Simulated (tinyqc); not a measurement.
Worked calculation (part 1 of 2): UHF in the 6-31g basis, for H2, spin multiplicity 3. Computed by tinyqc, a small Python program that keeps every step (integrals from PySCF). Settings: charge = 0, multiplicity = 3, basis = 6-31g, energy threshold = 1e-10, iteration cap = 78, orthogonalisation = canonical, start = highest core orbitals, DIIS depth = 0, method = UHF. Command: `OMP_NUM_THREADS=1 python tinyqc.py 20990 20991 out.jsonl` (the two numbers bound the seeds that draw the settings). One thread of a shared host (Intel(R) Xeon(R) Processor @ 2.60GHz), about 0.1 s of CPU time with the checks. Later iterations appear only in the table of the cycle.

## One-electron integrals

Geometry (angstrom):
```
atom         x         y         z
H     0.000000  0.000000  0.000000
H     0.000000  0.000000  1.197000
```

Basis 6-31g: exponents (1/bohr^2) and contraction coefficients of normalised primitives:
```
element  l (shell)   exponent  coefficient
H            s (1)  18.731137     0.033495
H            s (1)   2.825394     0.234727
H            s (1)   0.640122     0.813757
H            s (2)   0.161278     1.000000
```

Overlap, kinetic and nuclear-attraction integrals over the contracted functions; the nuclear repulsion is the sum of Za Zb / Rab.

nuclear repulsion = 0.44208622 hartree

overlap S:
```
          1H 1s     1H 2s     2H 1s     2H 2s
1H 1s  1.000000  0.658292  0.147372  0.336110
1H 2s  0.658292  1.000000  0.336110  0.661926
2H 1s  0.147372  0.336110  1.000000  0.658292
2H 2s  0.336110  0.661926  0.658292  1.000000
```

kinetic energy T (hartree):
```
           1H 1s     1H 2s      2H 1s     2H 2s
1H 1s   1.395678  0.259735  -0.035096  0.072911
1H 2s   0.259735  0.241917   0.072911  0.116084
2H 1s  -0.035096  0.072911   1.395678  0.259735
2H 2s   0.072911  0.116084   0.259735  0.241917
```

nuclear attraction V (hartree):
```
           1H 1s      1H 2s      2H 1s      2H 2s
1H 1s  -2.095231  -1.032252  -0.255665  -0.537114
1H 2s  -1.032252  -1.052325  -0.537114  -0.744841
2H 1s  -0.255665  -0.537114  -2.095231  -1.032252
2H 2s  -0.537114  -0.744841  -1.032252  -1.052325
```

core Hamiltonian H = T + V (hartree):
```
           1H 1s      1H 2s      2H 1s      2H 2s
1H 1s  -0.699552  -0.772517  -0.290761  -0.464203
1H 2s  -0.772517  -0.810408  -0.464203  -0.628757
2H 1s  -0.290761  -0.464203  -0.699552  -0.772517
2H 2s  -0.464203  -0.628757  -0.772517  -0.810408
```

## Two-electron integrals

Functions are numbered as in S; the eight-fold symmetry (ij|kl) = (ji|kl) = (kl|ij) leaves the list below.

Two-electron integrals (ij|kl) in chemists' order, unique and non-zero (hartree):
```
(11|11) 1.076566   (21|11) 0.578470   (21|21) 0.329423   (22|11) 0.587396
(22|21) 0.361304   (22|22) 0.453150   (31|11) 0.110070   (31|21) 0.065379
(31|22) 0.076251   (31|31) 0.019844   (32|11) 0.172872   (32|21) 0.109523
(32|22) 0.144605   (32|31) 0.037196   (32|32) 0.084852   (33|11) 0.439709
(33|21) 0.285945   (33|22) 0.399456   (33|31) 0.110070   (33|32) 0.284196
(33|33) 1.076566   (41|11) 0.284196   (41|21) 0.163280   (41|22) 0.181613
(41|31) 0.037196   (41|32) 0.064294   (41|33) 0.172872   (41|41) 0.084852
(42|11) 0.348077   (42|21) 0.216987   (42|22) 0.280542   (42|31) 0.056001
(42|32) 0.117005   (42|33) 0.348077   (42|41) 0.117005   (42|42) 0.198546
(43|11) 0.285945   (43|21) 0.184694   (43|22) 0.255989   (43|31) 0.065379
(43|32) 0.163280   (43|33) 0.578470   (43|41) 0.109523   (43|42) 0.216987
(43|43) 0.329423   (44|11) 0.399456   (44|21) 0.255989   (44|22) 0.354154
(44|31) 0.076251   (44|32) 0.181613   (44|33) 0.587396   (44|41) 0.144605
(44|42) 0.280542   (44|43) 0.361304   (44|44) 0.453150
```

## Orthogonalisation

S = U s U^T; canonical form X = U s^(-1/2), so that X^T S X = 1. Each column of U has its largest component positive (the first on a tie).

eigenvalues of S: 0.183049  0.377504  1.007652  2.431794

X:
```
               1          2          3         4
1H 1s  -0.716603   0.910013   0.634758  0.277587
1H 2s   1.489289  -0.704534   0.305427  0.358546
2H 1s   0.716603   0.910013  -0.634758  0.277587
2H 2s  -1.489289  -0.704534  -0.305427  0.358546
```

## Starting guess

The start is the highest orbitals of the core Hamiltonian (a deliberately bad start); D(s) = C_occ C_occ^T for each spin.

D(alpha) at the start:
```
           1H 1s      1H 2s      2H 1s      2H 2s
1H 1s   1.543219  -1.808548   0.016062   0.514839
1H 2s  -1.808548   2.304062   0.514839  -1.230693
2H 1s   0.016062   0.514839   1.543219  -1.808548
2H 2s   0.514839  -1.230693  -1.808548   2.304062
```

D(beta) at the start:
```
          1H 1s     1H 2s     2H 1s     2H 2s
1H 1s  0.000000  0.000000  0.000000  0.000000
1H 2s  0.000000  0.000000  0.000000  0.000000
2H 1s  0.000000  0.000000  0.000000  0.000000
2H 2s  0.000000  0.000000  0.000000  0.000000
```

## Iteration 1: building the Fock matrix

J_ij = sum D_kl (ij|kl) with D = D(alpha) + D(beta), K_ij = sum D_kl (ik|jl) for each spin; F = H + J - K(s); E = tr D H + tr D J / 2 - 0.5 sum_s tr D(s) K(s) + E_nn.

Coulomb J (hartree):
```
          1H 1s     1H 2s     2H 1s     2H 2s
1H 1s  1.104456  0.645560  0.157531  0.337004
1H 2s  0.645560  0.798029  0.337004  0.551419
2H 1s  0.157531  0.337004  1.104456  0.645560
2H 2s  0.337004  0.551419  0.645560  0.798029
```

exchange K(alpha) (hartree):
```
          1H 1s     1H 2s     2H 1s     2H 2s
1H 1s  0.381182  0.048673  0.016325  0.031217
1H 2s  0.048673  0.096098  0.031217  0.062808
2H 1s  0.016325  0.031217  0.381182  0.048673
2H 2s  0.031217  0.062808  0.048673  0.096098
```

exchange K(beta) (hartree):
```
          1H 1s     1H 2s     2H 1s     2H 2s
1H 1s  0.000000  0.000000  0.000000  0.000000
1H 2s  0.000000  0.000000  0.000000  0.000000
2H 1s  0.000000  0.000000  0.000000  0.000000
2H 2s  0.000000  0.000000  0.000000  0.000000
```

F(alpha) (hartree):
```
           1H 1s      1H 2s      2H 1s      2H 2s
1H 1s   0.023722  -0.175630  -0.149556  -0.158417
1H 2s  -0.175630  -0.108478  -0.158417  -0.140145
2H 1s  -0.149556  -0.158417   0.023722  -0.175630
2H 2s  -0.158417  -0.140145  -0.175630  -0.108478
```

F(beta) (hartree):
```
           1H 1s      1H 2s      2H 1s      2H 2s
1H 1s   0.404904  -0.126957  -0.133231  -0.127200
1H 2s  -0.126957  -0.012380  -0.127200  -0.077337
2H 1s  -0.133231  -0.127200   0.404904  -0.126957
2H 2s  -0.127200  -0.077337  -0.126957  -0.012380
```

total energy of this density = 1.00960954 hartree

## Iteration 1: diagonalisation and new density

Diagonalise F' = X^T F X, C = X C', fill 2 alpha and 0 beta electrons from the bottom; D(s) = C_occ C_occ^T. Each column has its largest component positive (the first on a tie).

F' = X^T F X (alpha) (hartree):
```
           1          2          3          4
1   0.391918   0.000000  -0.153839   0.000000
2   0.000000   0.401447   0.000000  -0.025293
3  -0.153839   0.000000   0.132193   0.000000
4   0.000000  -0.025293   0.000000  -0.216303
```

orbital energies (alpha) (hartree): MO1 -0.217337, MO2 0.060733, MO3 0.402481, MO4 0.463378

coefficients C (alpha):
```
            MO1        MO2        MO3        MO4
1H 1s  0.314521   0.273792   0.897916  -0.917319
1H 2s  0.329472   0.904407  -0.718589   1.222013
2H 1s  0.314521  -0.273792   0.897916   0.917319
2H 2s  0.329472  -0.904407  -0.718589  -1.222013
```

F' = X^T F X (beta) (hartree):
```
           1         2          3          4
1   0.839799  0.000000  -0.430115   0.000000
2   0.000000  1.012686   0.000000   0.116137
3  -0.430115  0.000000   0.445955   0.000000
4   0.000000  0.116137   0.000000  -0.082382
```

orbital energies (beta) (hartree): MO1 -0.094563, MO2 0.169826, MO3 1.024868, MO4 1.115927

coefficients C (beta):
```
            MO1        MO2        MO3        MO4
1H 1s  0.181144   0.147018   0.934004  -0.945951
1H 2s  0.430084   1.061594  -0.663288   1.088249
2H 1s  0.181144  -0.147018   0.934004   0.945951
2H 2s  0.430084  -1.061594  -0.663288  -1.088249
```

D(alpha) after iteration 1:
```
           1H 1s      1H 2s      2H 1s      2H 2s
1H 1s   0.173886   0.351246   0.023962  -0.143993
1H 2s   0.351246   0.926504  -0.143993  -0.709400
2H 1s   0.023962  -0.143993   0.173886   0.351246
2H 2s  -0.143993  -0.709400   0.351246   0.926504
```

D(beta) after iteration 1:
```
          1H 1s     1H 2s     2H 1s     2H 2s
1H 1s  0.000000  0.000000  0.000000  0.000000
1H 2s  0.000000  0.000000  0.000000  0.000000
2H 1s  0.000000  0.000000  0.000000  0.000000
2H 2s  0.000000  0.000000  0.000000  0.000000
```

## Iteration 2: building the Fock matrix

As before.

Coulomb J (hartree):
```
          1H 1s     1H 2s     2H 1s     2H 2s
1H 1s  1.165019  0.700105  0.171502  0.366185
1H 2s  0.700105  0.864888  0.366185  0.599355
2H 1s  0.171502  0.366185  1.165019  0.700105
2H 2s  0.366185  0.599355  0.700105  0.864888
```

exchange K(alpha) (hartree):
```
          1H 1s     1H 2s     2H 1s     2H 2s
1H 1s  0.679919  0.537053  0.149913  0.279413
1H 2s  0.537053  0.514926  0.279413  0.363107
2H 1s  0.149913  0.279413  0.679919  0.537053
2H 2s  0.279413  0.363107  0.537053  0.514926
```

exchange K(beta) (hartree):
```
          1H 1s     1H 2s     2H 1s     2H 2s
1H 1s  0.000000  0.000000  0.000000  0.000000
1H 2s  0.000000  0.000000  0.000000  0.000000
2H 1s  0.000000  0.000000  0.000000  0.000000
2H 2s  0.000000  0.000000  0.000000  0.000000
```

F(alpha) (hartree):
```
           1H 1s      1H 2s      2H 1s      2H 2s
1H 1s  -0.214453  -0.609464  -0.269173  -0.377431
1H 2s  -0.609464  -0.460447  -0.377431  -0.392508
2H 1s  -0.269173  -0.377431  -0.214453  -0.609464
2H 2s  -0.377431  -0.392508  -0.609464  -0.460447
```

F(beta) (hartree):
```
           1H 1s      1H 2s      2H 1s      2H 2s
1H 1s   0.465466  -0.072411  -0.119259  -0.098018
1H 2s  -0.072411   0.054480  -0.098018  -0.029401
2H 1s  -0.119259  -0.098018   0.465466  -0.072411
2H 2s  -0.098018  -0.029401  -0.072411   0.054480
```

total energy of this density = -0.91168049 hartree

## Iteration 2: diagonalisation and new density

As before.

F' = X^T F X (alpha) (hartree):
```
           1          2          3          4
1   0.745356   0.000000  -0.448716   0.000000
2   0.000000   0.883166   0.000000  -0.071407
3  -0.448716   0.000000  -0.148519   0.000000
4   0.000000  -0.071407   0.000000  -0.686727
```

orbital energies (alpha) (hartree): MO1 -0.689969, MO2 -0.334906, MO3 0.886408, MO4 0.931743

coefficients C (alpha):
```
            MO1        MO2        MO3        MO4
1H 1s  0.318566   0.311309   0.896489  -0.905275
1H 2s  0.326230   0.853354  -0.720067   1.258195
2H 1s  0.318566  -0.311309   0.896489   0.905275
2H 2s  0.326230  -0.853354  -0.720067  -1.258195
```

F' = X^T F X (beta) (hartree):
```
           1         2          3          4
1   0.863316  0.000000  -0.418433   0.000000
2   0.000000  1.035372   0.000000   0.117685
3  -0.418433  0.000000   0.506700   0.000000
4   0.000000  0.117685   0.000000  -0.008048
```

orbital energies (beta) (hartree): MO1 -0.021157, MO2 0.230168, MO3 1.048481, MO4 1.139848

coefficients C (beta):
```
            MO1        MO2        MO3        MO4
1H 1s  0.175139   0.134462   0.935149  -0.947817
1H 2s  0.434336   1.075931  -0.660511   1.074077
2H 1s  0.175139  -0.134462   0.935149   0.947817
2H 2s  0.434336  -1.075931  -0.660511  -1.074077
```

D(alpha) after iteration 2:
```
           1H 1s      1H 2s      2H 1s      2H 2s
1H 1s   0.198397   0.369582   0.004571  -0.161731
1H 2s   0.369582   0.834639  -0.161731  -0.621787
2H 1s   0.004571  -0.161731   0.198397   0.369582
2H 2s  -0.161731  -0.621787   0.369582   0.834639
```

D(beta) after iteration 2:
```
          1H 1s     1H 2s     2H 1s     2H 2s
1H 1s  0.000000  0.000000  0.000000  0.000000
1H 2s  0.000000  0.000000  0.000000  0.000000
2H 1s  0.000000  0.000000  0.000000  0.000000
2H 2s  0.000000  0.000000  0.000000  0.000000
```

## Iteration 3: building the Fock matrix

As before.

Coulomb J (hartree):
```
          1H 1s     1H 2s     2H 1s     2H 2s
1H 1s  1.183737  0.709248  0.174088  0.371194
1H 2s  0.709248  0.872180  0.371194  0.605107
2H 1s  0.174088  0.371194  1.183737  0.709248
2H 2s  0.371194  0.605107  0.709248  0.872180
```

exchange K(alpha) (hartree):
```
          1H 1s     1H 2s     2H 1s     2H 2s
1H 1s  0.703256  0.545158  0.145364  0.281100
1H 2s  0.545158  0.514837  0.281100  0.364549
2H 1s  0.145364  0.281100  0.703256  0.545158
2H 2s  0.281100  0.364549  0.545158  0.514837
```

exchange K(beta) (hartree):
```
          1H 1s     1H 2s     2H 1s     2H 2s
1H 1s  0.000000  0.000000  0.000000  0.000000
1H 2s  0.000000  0.000000  0.000000  0.000000
2H 1s  0.000000  0.000000  0.000000  0.000000
2H 2s  0.000000  0.000000  0.000000  0.000000
```

F(alpha) (hartree):
```
           1H 1s      1H 2s      2H 1s      2H 2s
1H 1s  -0.219071  -0.608426  -0.262038  -0.374109
1H 2s  -0.608426  -0.453065  -0.374109  -0.388198
2H 1s  -0.262038  -0.374109  -0.219071  -0.608426
2H 2s  -0.374109  -0.388198  -0.608426  -0.453065
```

F(beta) (hartree):
```
           1H 1s      1H 2s      2H 1s      2H 2s
1H 1s   0.484185  -0.063268  -0.116674  -0.093009
1H 2s  -0.063268   0.061772  -0.093009  -0.023649
2H 1s  -0.116674  -0.093009   0.484185  -0.063268
2H 2s  -0.093009  -0.023649  -0.063268   0.061772
```

total energy of this density = -0.91448929 hartree

## Iteration 3: diagonalisation and new density

As before.

F' = X^T F X (alpha) (hartree):
```
           1          2          3          4
1   0.756660   0.000000  -0.438548   0.000000
2   0.000000   0.887763   0.000000  -0.074903
3  -0.438548   0.000000  -0.159188   0.000000
4   0.000000  -0.074903   0.000000  -0.681598
```

orbital energies (alpha) (hartree): MO1 -0.685165, MO2 -0.335313, MO3 0.891330, MO4 0.932785

coefficients C (alpha):
```
            MO1        MO2        MO3        MO4
1H 1s  0.320558   0.321968   0.895779  -0.901539
1H 2s  0.324628   0.838450  -0.720791   1.268176
2H 1s  0.320558  -0.321968   0.895779   0.901539
2H 2s  0.324628  -0.838450  -0.720791  -1.268176
```

F' = X^T F X (beta) (hartree):
```
           1         2          3         4
1   0.869068  0.000000  -0.425700  0.000000
2   0.000000  1.047314   0.000000  0.125557
3  -0.425700  0.000000   0.523194  0.000000
4   0.000000  0.125557   0.000000  0.004223
```

orbital energies (beta) (hartree): MO1 -0.010678, MO2 0.236644, MO3 1.062215, MO4 1.155617

coefficients C (beta):
```
            MO1        MO2        MO3        MO4
1H 1s  0.168409   0.126422   0.936384  -0.948923
1H 2s  0.439075   1.084998  -0.657370   1.064917
2H 1s  0.168409  -0.126422   0.936384   0.948923
2H 2s  0.439075  -1.084998  -0.657370  -1.064917
```

D(alpha) after iteration 3:
```
           1H 1s      1H 2s      2H 1s      2H 2s
1H 1s   0.206421   0.374016  -0.000906  -0.165892
1H 2s   0.374016   0.808382  -0.165892  -0.597615
2H 1s  -0.000906  -0.165892   0.206421   0.374016
2H 2s  -0.165892  -0.597615   0.374016   0.808382
```

D(beta) after iteration 3:
```
          1H 1s     1H 2s     2H 1s     2H 2s
1H 1s  0.000000  0.000000  0.000000  0.000000
1H 2s  0.000000  0.000000  0.000000  0.000000
2H 1s  0.000000  0.000000  0.000000  0.000000
2H 2s  0.000000  0.000000  0.000000  0.000000
```

## Iteration 4: building the Fock matrix

As before.

Coulomb J (hartree):
```
          1H 1s     1H 2s     2H 1s     2H 2s
1H 1s  1.189475  0.712039  0.174880  0.372723
1H 2s  0.712039  0.874388  0.372723  0.606846
2H 1s  0.174880  0.372723  1.189475  0.712039
2H 2s  0.372723  0.606846  0.712039  0.874388
```

exchange K(alpha) (hartree):
```
          1H 1s     1H 2s     2H 1s     2H 2s
1H 1s  0.710414  0.547567  0.144305  0.281731
1H 2s  0.547567  0.514645  0.281731  0.364864
2H 1s  0.144305  0.281731  0.710414  0.547567
2H 2s  0.281731  0.364864  0.547567  0.514645
```

exchange K(beta) (hartree):
```
          1H 1s     1H 2s     2H 1s     2H 2s
1H 1s  0.000000  0.000000  0.000000  0.000000
1H 2s  0.000000  0.000000  0.000000  0.000000
2H 1s  0.000000  0.000000  0.000000  0.000000
2H 2s  0.000000  0.000000  0.000000  0.000000
```

F(alpha) (hartree):
```
           1H 1s      1H 2s      2H 1s      2H 2s
1H 1s  -0.220491  -0.608045  -0.260186  -0.373212
1H 2s  -0.608045  -0.450666  -0.373212  -0.386774
2H 1s  -0.260186  -0.373212  -0.220491  -0.608045
2H 2s  -0.373212  -0.386774  -0.608045  -0.450666
```

F(beta) (hartree):
```
           1H 1s      1H 2s      2H 1s      2H 2s
1H 1s   0.489923  -0.060478  -0.115881  -0.091481
1H 2s  -0.060478   0.063979  -0.091481  -0.021910
2H 1s  -0.115881  -0.091481   0.489923  -0.060478
2H 2s  -0.091481  -0.021910  -0.060478   0.063979
```

total energy of this density = -0.91472779 hartree

## Iteration 4: diagonalisation and new density

As before.

F' = X^T F X (alpha) (hartree):
```
           1          2          3          4
1   0.759828   0.000000  -0.435434   0.000000
2   0.000000   0.888994   0.000000  -0.076282
3  -0.435434   0.000000  -0.162043   0.000000
4   0.000000  -0.076282   0.000000  -0.680039
```

orbital energies (alpha) (hartree): MO1 -0.683739, MO2 -0.335193, MO3 0.892694, MO4 0.932978

coefficients C (alpha):
```
            MO1        MO2        MO3        MO4
1H 1s  0.321347   0.325045   0.895496  -0.900434
1H 2s  0.323993   0.834113  -0.721076   1.271033
2H 1s  0.321347  -0.325045   0.895496   0.900434
2H 2s  0.323993  -0.834113  -0.721076  -1.271033
```

F' = X^T F X (beta) (hartree):
```
           1         2          3         4
1   0.870838  0.000000  -0.427941  0.000000
2   0.000000  1.050972   0.000000  0.127992
3  -0.427941  0.000000   0.528244  0.000000
4   0.000000  0.127992   0.000000  0.007963
```

orbital energies (beta) (hartree): MO1 -0.007513, MO2 0.238590, MO3 1.066448, MO4 1.160492

coefficients C (beta):
```
            MO1        MO2        MO3        MO4
1H 1s  0.166337   0.123989   0.936755  -0.949244
1H 2s  0.440529   1.087724  -0.656397   1.062132
2H 1s  0.166337  -0.123989   0.936755   0.949244
2H 2s  0.440529  -1.087724  -0.656397  -1.062132
```

D(alpha) after iteration 4:
```
           1H 1s      1H 2s      2H 1s      2H 2s
1H 1s   0.208919   0.375239  -0.002391  -0.167010
1H 2s   0.375239   0.800716  -0.167010  -0.590773
2H 1s  -0.002391  -0.167010   0.208919   0.375239
2H 2s  -0.167010  -0.590773   0.375239   0.800716
```

D(beta) after iteration 4:
```
          1H 1s     1H 2s     2H 1s     2H 2s
1H 1s  0.000000  0.000000  0.000000  0.000000
1H 2s  0.000000  0.000000  0.000000  0.000000
2H 1s  0.000000  0.000000  0.000000  0.000000
2H 2s  0.000000  0.000000  0.000000  0.000000
```
